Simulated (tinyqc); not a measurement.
Inside a calculation: round or elliptic silicon nanowire with anisotropic valleys (Ritz method). Values are carried at full precision from step to step, so a last printed digit may differ when a step is redone from the rounded ones.

Wire along x = [100] on a (001) wafer, y = [010], z = [001]. Valley groups, two valleys each (w = inverse masses): A, axis along z: w_y = 1/mt, w_z = 1/ml, m_x = mt; B, axis along y: w_y = 1/ml, w_z = 1/mt, m_x = mt; C, axis along x: w_y = w_z = 1/mt, m_x = ml.

Constants: hbar^2/2m0 = 3.80998211 eV angstrom^2; kB = 8.617333262e-05 eV/K.

Parameters, chosen for this exercise (near those of a Si nanowire; not measured data):
```
symbol  value  unit      meaning
ml      0.901  m0        longitudinal mass
mt      0.191  m0        transverse mass
a       41     angstrom  semi-axis along y
b       23     angstrom  semi-axis along z
group   A                valley group worked out
T       77     K         temperature
```

## Stretching the ellipse

Scaling y by 1/sqrt(w_y) and z by 1/sqrt(w_z) makes the mass 1 and the semi-axes A = a/sqrt(w_y), B = b/sqrt(w_z). List them with the one-function estimate 3c (1/A^2 + 1/B^2) and the slender limit c (pi/2s)^2 (1 + 2s/(pi l)), s and l the smaller and larger of A, B; c = hbar^2/2m0.

Groups:
```
group  g      A      B  axis ratio  one function (eV)  slender limit (eV)
A      2  17.92  21.83       1.218             0.0596              0.0446
B      2  38.92  10.05       3.872             0.1207              0.1083
C      2  17.92  10.05       1.783             0.1487              0.1263
```

The one-function value suits axis ratios near 1 and the slender limit ratios well above 2.

## Matrices of three even functions

Hard wall on the ellipse (y/a)^2 + (z/b)^2 = 1, c = hbar^2/2m0. With u = y/a, v = z/b the operator is -c [(w_y/a^2) d2/du2 + (w_z/b^2) d2/dv2] on the unit disc. Basis (1 - u^2 - v^2) u^i v^j; S, X and Y are the disc integrals of f f', (df/du)(df'/du) and (df/dv)(df'/dv), from the integral of u^p v^q = 2 Gamma((p+1)/2) Gamma((q+1)/2)/((p + q + 2) Gamma((p+q+2)/2)) for even p, q; H = c (w_y X/a^2 + w_z Y/b^2).

Basis 1, u^2, v^2 times (1 - u^2 - v^2); form S and H for the chosen group.

S, rows 1, u^2, v^2 and columns alike:
```
[[1.047198, 0.130900, 0.130900],
 [0.130900, 0.039270, 0.013090],
 [0.130900, 0.013090, 0.039270]]
```

H (meV), rows 1, u^2, v^2 and columns alike:
```
[[62.3923, 10.3987, 10.3987],
 [10.3987, 10.1128, 1.2998],
 [10.3987, 1.2998, 8.0850]]
```

## Lowest level in this basis

Solve H p = E S p for the wire level; give E, the ratios p2/p1 and p3/p1, and H11/S11.

E = 57.4 meV

ratios: [-0.34, -0.46]

one function = 59.6 meV

The two added functions lower the level by 2.2 meV (3.7 %), mostly by narrowing the state along v, the direction in which the stretched ellipse is long.

## Subbands

Converged values use 21 functions of each parity class (e or o in u, then in v).

The nine lowest levels of all groups and parity classes.

Subbands:
```
group, parity  g  m_x (m0)  E (eV)
A ee           2    0.1910  0.0574
B ee           2    0.1910  0.1108
A eo           2    0.1910  0.1314
C ee           2    0.9010  0.1420
B oe           2    0.1910  0.1507
A oe           2    0.1910  0.1598
B ee           2    0.1910  0.1997
A ee           2    0.1910  0.2387
B oe           2    0.1910  0.2586
```

At 77 K and without degeneracy the populations go as g sqrt(m_x) exp(-E/kB T): among these nine the lowest level holds 100 % and the light transport mass mt 100 % of the electrons.

## Checks

- Circle of radius a with both masses mt against c (2.404826/R)^2/m, eV: both 0.0686.

(tinyqc, `OMP_NUM_THREADS=1 python tinyqc.py 1251322 1251323 out.jsonl`, Intel(R) Xeon(R) Processor @ 2.30GHz, 1 thread, shared host, about 0.05 s.)
